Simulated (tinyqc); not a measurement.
Worked calculation: CIS and TDHF on RHF in the sto-3g basis, for H2, spin multiplicity 1. Computed by tinyqc, a small Python program that keeps every step (integrals from PySCF). Settings: charge = 0, multiplicity = 1, basis = sto-3g, method = RHF, energy threshold = 1e-10, iteration cap = 78, orthogonalisation = symmetric, start = Wolfsberg-Helmholz matrix, DIIS depth = 6, TDHF = 1. Command: `OMP_NUM_THREADS=1 python tinyqc.py 23133 23134 out.jsonl` (the two numbers bound the seeds that draw the settings). One thread of a shared host (Intel(R) Xeon(R) Processor @ 2.60GHz), about 0.03 s of CPU time with the checks. The early iterations of the SCF are left out here.

## One-electron integrals

Geometry (angstrom):
```
atom         x         y         z
H     0.000000  0.000000  0.000000
H     0.000000  0.000000  0.832000
```

Basis sto-3g: exponents (1/bohr^2) and contraction coefficients of normalised primitives:
```
element  l (shell)  exponent  coefficient
H            s (1)  3.425251     0.154329
H            s (1)  0.623914     0.535328
H            s (1)  0.168855     0.444635
```

Overlap, kinetic and nuclear-attraction integrals over the contracted functions; the nuclear repulsion is the sum of Za Zb / Rab.

nuclear repulsion = 0.63603030 hartree

overlap S:
```
          1H 1s     2H 1s
1H 1s  1.000000  0.600201
2H 1s  0.600201  1.000000
```

kinetic energy T (hartree):
```
          1H 1s     2H 1s
1H 1s  0.760032  0.185776
2H 1s  0.185776  0.760032
```

nuclear attraction V (hartree):
```
           1H 1s      2H 1s
1H 1s  -1.824880  -1.040458
2H 1s  -1.040458  -1.824880
```

core Hamiltonian H = T + V (hartree):
```
           1H 1s      2H 1s
1H 1s  -1.064848  -0.854682
2H 1s  -0.854682  -1.064848
```

## Two-electron integrals

Functions are numbered as in S; the eight-fold symmetry (ij|kl) = (ji|kl) = (kl|ij) leaves the list below.

Two-electron integrals (ij|kl) in chemists' order, unique and non-zero (hartree):
```
(11|11) 0.774606   (21|11) 0.393542   (21|21) 0.240665   (22|11) 0.535981
(22|21) 0.393542   (22|22) 0.774606
```

## Orthogonalisation

S = U s U^T; symmetric (Loewdin) form X = U s^(-1/2) U^T, so that X^T S X = 1.

eigenvalues of S: 0.399799  1.600201

X:
```
           1H 1s      2H 1s
1H 1s   1.186028  -0.395508
2H 1s  -0.395508   1.186028
```

## Iteration 2 (converged): orbitals

converged F (hartree):
```
           1H 1s      2H 1s
1H 1s  -0.317134  -0.550627
2H 1s  -0.550627  -0.317134
```

Diagonalise F' = X^T F X, C = X C', fill 1 alpha and 1 beta electrons from the bottom; D = 2 C_occ C_occ^T. Each column has its largest component positive (the first on a tie).

F' = X^T F X (hartree):
```
           1          2
1   0.020871  -0.563154
2  -0.563154   0.020871
```

orbital energies (hartree): MO1 -0.542283, MO2 0.584025

coefficients C:
```
            MO1        MO2
1H 1s  0.558982   1.118315
2H 1s  0.558982  -1.118315
```

D after iteration 2:
```
          1H 1s     2H 1s
1H 1s  0.624922  0.624922
2H 1s  0.624922  0.624922
```

## Convergence

Stop when the energy changes by less than 1e-10 hartree and every element of the error matrix X^T (F D S - S D F) X is below 3e-06.

Course of the cycle:
```
iteration  E (hartree)    change  largest element of the error matrix
1          -1.10580861         -                             1.91e-16
2          -1.10580861  0.000000                             5.38e-16
```

PySCF RHF in the same basis = -1.10580861 hartree

Converged in 2 iterations.

## Integrals over molecular orbitals

(pq|rs) = sum C_ip C_jq C_kr C_ls (ij|kl), one index at a time.

one-electron integrals over orbitals h = C^T H C (hartree):
```
           1          2
1  -1.199556   0.000000
2   0.000000  -0.525680
```

Two-electron integrals over orbitals (pq|rs), unique and non-zero (hartree):
```
(11|11) 0.657273   (21|21) 0.186496   (22|11) 0.648101   (22|22) 0.681150
```

## CIS matrix, singlets

A(ia,jb) = (e_a - e_i) d_ij d_ab + 2 (ia|jb) - (ij|ab).

CIS matrix A, singlet (hartree):
```
          1>2
1>2  0.851200
```

## CIS singlet states

dipole integrals <i|r|a> (bohr):
```
            x         y          z
1>2  0.000000  0.000000  -0.982843
```

Diagonalise A (1 hartree = 27.211386 eV); each vector has its largest component positive (the first on a tie). The transition dipole is mu = sqrt2 sum c_ia <i|r|a>.

singlet excitation energies (eV): 23.162340

lowest vectors:
```
      state 1
1>2  1.000000
```

oscillator strengths 2/3 w |mu|^2: 1.096323

## TDHF (RPA) singlet states

B(ia,jb) = 2 (ia|jb) - (ib|ja); the squared energies are the eigenvalues of (A - B)(A + B); 1 hartree = 27.211386 eV.

TDHF matrix B, singlet (hartree):
```
          1>2
1>2  0.186496
```

squared energies w^2 (hartree^2): 0.689761

TDHF energies from the positive w^2 (eV): 22.599561

## CIS matrix, triplets

A(ia,jb) = (e_a - e_i) d_ij d_ab - (ij|ab).

CIS matrix A, triplet (hartree):
```
          1>2
1>2  0.478208
```

## CIS triplet states

Diagonalise A (1 hartree = 27.211386 eV); each vector has its largest component positive (the first on a tie).

triplet excitation energies (eV): 13.012692

lowest vectors:
```
      state 1
1>2  1.000000
```

## TDHF (RPA) triplet states

B(ia,jb) = - (ib|ja); the squared energies are the eigenvalues of (A - B)(A + B); 1 hartree = 27.211386 eV.

TDHF matrix B, triplet (hartree):
```
           1>2
1>2  -0.186496
```

squared energies w^2 (hartree^2): 0.193902

TDHF energies from the positive w^2 (eV): 11.982334
